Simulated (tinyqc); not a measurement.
Floating body of a partially depleted SOI transistor: body voltage and kink: one step of the calculation.

Source at 0 V. Channel current Ic = 2 nf K Vt^2 [F(0) - F(Vd)](1 + la Vd), F(V) = ln^2(1 + exp((Vg - VT - nf V)/(2 nf Vt))), VT = VT0 - gb Vb. Saturation voltage Vs = 2 Vt sqrt(F(0)) + 3 Vt, excess Ve = (Vd - Vs + sqrt((Vd - Vs)^2 + 0.0004 V^2))/2, multiplication M1 = Ai Ve exp(-Bl/Ve). Each junction passes D(v) = J1 (exp(v/Vt) - 1) + J2 (exp(v/(2 Vt)) - 1). Bipolar current Ib = bb J1 (exp(Vb/Vt) - 1). The body settles where M1 (Ic + Ib) = D(Vb) + D(Vb - Vd) + Vb/Rb; drain current Id = (1 + M1)(Ic + Ib) - D(Vb - Vd).

Question. Drain current with floating and with grounded body. Id and VT at the converged Vb, Id at Vb = 0, their ratio, and the bipolar share Ib/(Ic + Ib).

Parameters, values chosen for the exercise; values of the order met in partially depleted silicon-on-insulator transistors:
```
symbol    value         unit                                                                                            meaning
T           398            K                                                                                        temperature
VT0        0.47            V                                                                     threshold at zero body voltage
gb         0.13                                                                  fall of the threshold per volt of body voltage
nf         1.49                                                                                                    slope factor
K           550  uA/(V^2 um)                                                                              gain factor per width
la         0.08          1/V                                                                   channel-length modulation factor
Ai         1.96          1/V                                                                        impact-ionisation prefactor
Bl          7.9            V                                                                          impact-ionisation voltage
J1      3.4e-10        uA/um                                                      diffusion saturation current of each junction
J2       8.2e-7        uA/um                                                  recombination saturation current of each junction
bb          0.5                                                 gain of the lateral bipolar transistor on the diffusion current
Rb         1000      kohm um  resistance of a weak body tie to the source (1e9 stands for no tie, and the term is then dropped)
Vg            1            V                                                                                       gate voltage
Vd          1.6            V                                                                                      drain voltage
```

Constants: q = 1.602176634e-19 C, kB = 1.380649e-23 J/K, Vt = kB T/q. Results are converted to the units shown.

converged Vb = 0.12699683 V

Give: VT; Id, floating; Id, grounded; ratio; bipolar share.

Answer.

VT = 0.4535 V
Id, floating = 62.42 uA/um
Id, grounded = 58.74 uA/um
ratio = 1.063
bipolar share = 1.080e-8 %

The body rises to 0.127 V and lowers the threshold by 16.5 mV.

Range of the model: The multiplication law is an empirical form chosen for the exercise; self-heating and capacitive coupling to the body are left out, and the linear laws are rough once Vb passes about 0.7 V or M1 about 0.1.

Computed by the program tinyqc: `OMP_NUM_THREADS=1 python tinyqc.py 2182025 2182026 out.jsonl`, one thread of a shared Intel Xeon 2.30GHz, about 0.2 s for the whole run.
